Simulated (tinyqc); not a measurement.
From results back to parameters: linear model of a band gap against the share of exact exchange. Five cases, with inputs chosen for the exercise.

Problem. Gap and optical dielectric constant were computed at two shares alpha. They follow E = E0 + S alpha and eps = 1 + (e0 - 1)(EP/(EP + S alpha))^2.

Case 1.

Values chosen (out of a larger set: of the order of those of GaP; not measured data): al12 = (0.1, 0.25) (two shares of exact exchange).

gaps (eV): 2.21300  3.04250

eps: 8.986911  8.027477

Case 2.

Values chosen (out of a larger set: of the order of those of diamond; not measured data): al12 = (0.15, 0.3) (two shares of exact exchange).

gaps (eV): 5.15600  6.27200

eps: 5.684340  5.317500

Case 3.

Values chosen (out of a larger set: of the order of those of diamond; not measured data): al12 = (0.3, 0.4) (two shares of exact exchange).

gaps (eV): 6.59700  7.39600

eps: 5.515896  5.273743

Case 4.

Values chosen (out of a larger set: of the order of those of Si; not measured data): al12 = (0.1, 0.15) (two shares of exact exchange).

gaps (eV): 1.10200  1.34300

eps: 11.401548  10.902438

Case 5.

Values chosen (out of a larger set: of the order of those of SiO2; not measured data): al12 = (0.15, 0.3) (two shares of exact exchange).

gaps (eV): 7.11750  8.65500

eps: 2.364561  2.239165

Find: S; E0; EP; e0.

Solution. The two gaps give S and E0. With q = sqrt((eps1 - 1)/(eps2 - 1)) = (EP + S alpha2)/(EP + S alpha1), EP = S (alpha2 - q alpha1)/(q - 1); e0 follows from either eps.

Case 1.

S = 5.53 eV
E0 = 1.66 eV
EP = 12.0 eV
e0 = 9.74

Case 2.

S = 7.44 eV
E0 = 4.04 eV
EP = 25.7 eV
e0 = 6.10

Case 3.

S = 7.99 eV
E0 = 4.20 eV
EP = 26.2 eV
e0 = 6.38

Case 4.

S = 4.82 eV
E0 = 0.62 eV
EP = 9.2 eV
e0 = 12.52

Case 5.

S = 10.25 eV
E0 = 5.58 eV
EP = 29.6 eV
e0 = 2.51

Computed by tinyqc, one run a case: `OMP_NUM_THREADS=1 python tinyqc.py N N+1 out.jsonl` with N = 1850358, 1850373, 1850380, 1850382, 1850385; one thread of a shared Intel(R) Xeon(R) Processor @ 2.30GHz, about 0.01 s a run at most.
